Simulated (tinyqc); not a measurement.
Threshold-voltage variability of a planar MOSFET, analytic estimates: one step of the calculation.

Three independent sources add in quadrature: random dopants in the depleted layer, metal-gate grains of two orientations, and roughness of the two gate edges acting through the roll-off VT = VT(long) - Vr exp(-L/l). These are first-order estimates: no three-dimensional electrostatics, no percolation.

Question. Margin in standard deviations for the wanted yield. Cells fail independently with probability Q(k) = erfc(k/sqrt(2))/2 when the margin is k standard deviations, and Y = exp(-Nb Q(k)). phi = exp(-k^2/2)/sqrt(2 pi). Newton steps on ln Q(k) = ln(-ln(Y)/Nb): k(new) = k + [ln Q - ln(-ln(Y)/Nb)] Q/phi.

Values chosen for this exercise:
- Nb = 1048576 (number of cells)
- Y = 0.99 (wanted yield)

k after iteration 1 = 6.6110297

Give: Q(k); phi; k after iteration 2.

Answer.

Q(k) = 1.908e-11
phi = 1.289e-10
k after iteration 2 = 5.691

tinyqc, about 0.02 s, one thread, Intel Xeon 2.30GHz (shared host): `OMP_NUM_THREADS=1 python tinyqc.py 2090124 2090125 out.jsonl`
